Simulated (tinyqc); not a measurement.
What each setting does: recursion (Haydock) method for the local density of states: bulk site of a cubic lattice.

One orbital a site at energy 0, hopping -t to the 6 nearest neighbours of a cubic lattice; the start u0 is a site in the bulk, with energy V. Recursion: a_n = <u_n|H|u_n>, b_(n+1) u_(n+1) = (H - a_n) u_n - b_n u_(n-1), b > 0. G(z) = 1/(z - a0 - b1^2/(z - a1 - b2^2/(...))), z = E + i eta. After n levels the tail is b_n^2 T with the square-root terminator T = (z - sqrt(z - 2b) sqrt(z + 2b))/(2 b^2), b = 3t so that the band edges lie at -/+ 6t.

Values chosen for the exercise:

| symbol | value | unit | meaning |
|---|---|---|---|
| t | 1.39 | eV | hopping |
| V | 0 | eV | shift of the starting site |
| n | 5 |  | levels kept |
| E | 5.57 | eV | energy |
| eta | 0.069 | eV | broadening |

G at z = E + i eta with n levels and terminator.

One parameter was then changed.

Results before and after:

| case | Re G (1/eV) | density (1/eV) |
|---|---|---|
| base | 0.1979 | 0.0344 |
| changed | 0.1988 | 0.0347 |

Which of these changes was made? (a) n = 6; (b) t = 1.529 eV; (c) E = 5.85 eV; (d) V = 0.5 eV; (e) eta = 0.138 eV.

Answer: (a) n = 6. Of the candidates, run in turn, only this one gives the changed row.

All candidates:

| case | Re G (1/eV) | density (1/eV) |
|---|---|---|
| base | 0.1979 | 0.0344 |
| t = 1.529 eV | 0.1860 | 0.0361 |
| V = 0.5 eV | 0.2117 | 0.0422 |
| n = 6 | 0.1988 | 0.0347 |
| E = 5.85 eV | 0.1954 | 0.0318 |
| eta = 0.138 eV | 0.1958 | 0.0346 |

Run: tinyqc, `OMP_NUM_THREADS=1 python tinyqc.py 1480236 1480237 out.jsonl`; Intel(R) Xeon(R) Processor @ 2.30GHz, one thread, shared host; about 0.1 s of CPU time with all checks.
